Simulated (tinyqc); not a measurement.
Stark shift: graded (staircase) quantum well by finite differences.

Finite differences on points z_i at the centres of cells of width h: H_ii = (c/h^2)(1/m_(i-1/2) + 1/m_(i+1/2)) + V_i, H_(i,i+1) = -(c/h^2)/m_(i+1/2), where m_(i+1/2) is the mean of the masses at the two points (the end values are repeated outwards), psi = 0 on the points beyond both ends, c = hbar^2/2m0. The field adds e F (z - z0) with z0 the middle of the structure; 1 kV/cm = 1e-5 eV/angstrom.

Constants: hbar^2/2m0 = 3.80998211 eV angstrom^2.

Parameters, chosen for this exercise (out of a larger set: near those of a GaAs well in AlGaAs; not measured data): layers = ((76, 0.219, 0.0894), (19, 0.097, 0.0777), (19, 0.024, 0.0706), (19, 0, 0.0683), (19, 0.024, 0.0706), (19, 0.097, 0.0777), (76, 0.219, 0.0894)) (each layer: thickness in angstrom, band edge in eV, mass in m0); hf = 1.1875 angstrom (cell width of the fine grid); Fs = (0, 8.33, 16.7, 25, 33.3, 41.7, 50) kV/cm (fields).

Fine grid. Perturbation theory: dE1 = e F z_11 - beta (e F)^2 with beta = sum_j z_1j^2/(E_j - E_1) over the 13 next levels at zero field, z from z0.

Levels against field:
```
F (kV/cm)  E1 (eV)  E2 (eV)  dE1 (meV)  second order (meV)  <z - z0> (angstrom)  E2 - E1 (meV)
0           0.0594   0.1733       0.00                0.00                  0.0          113.9
16.7        0.0593   0.1730      -0.11               -0.11                 -1.4          113.7
25.0        0.0592   0.1726      -0.25               -0.25                 -2.0          113.4
33.3        0.0590   0.1720      -0.45               -0.45                 -2.7          113.1
41.7        0.0587   0.1713      -0.71               -0.71                 -3.4          112.6
50.0        0.0584   0.1704      -1.02               -1.02                 -4.1          112.0
```

Give the missing row, F (kV/cm) = 8.33.

Computed row:
```
F (kV/cm)  E1 (eV)  E2 (eV)  dE1 (meV)  second order (meV)  <z - z0> (angstrom)  E2 - E1 (meV)
8.33        0.0594   0.1732      -0.03               -0.03                 -0.7          113.8
```

z_11 = 0.00 angstrom
beta = 4068 angstrom^2/eV

At zero field the state is centred, so the shift starts as F^2; it turns linear only if the state is pulled to one side. At 50 kV/cm E1 has moved by -1.02 meV, where second order gives -1.02 meV; they differ by 0.3 % there. The electron moves by -4.1 angstrom, against the rise of the potential. From 41.7 kV/cm on E2 lies above the lowest point of the outer barrier, so it is a resonance or a state of the finite grid, held or pushed up by its ends. E2 - E1 shrinks with the field; the ends are 113.9 and 112.0 meV.

Computed by tinyqc, a small Python program: `OMP_NUM_THREADS=1 python tinyqc.py 1251795 1251796 out.jsonl` (the numbers bound the seed that draws the inputs); one thread of a shared host (Intel(R) Xeon(R) Processor @ 2.30GHz), about 0.01 s for the whole set of steps.
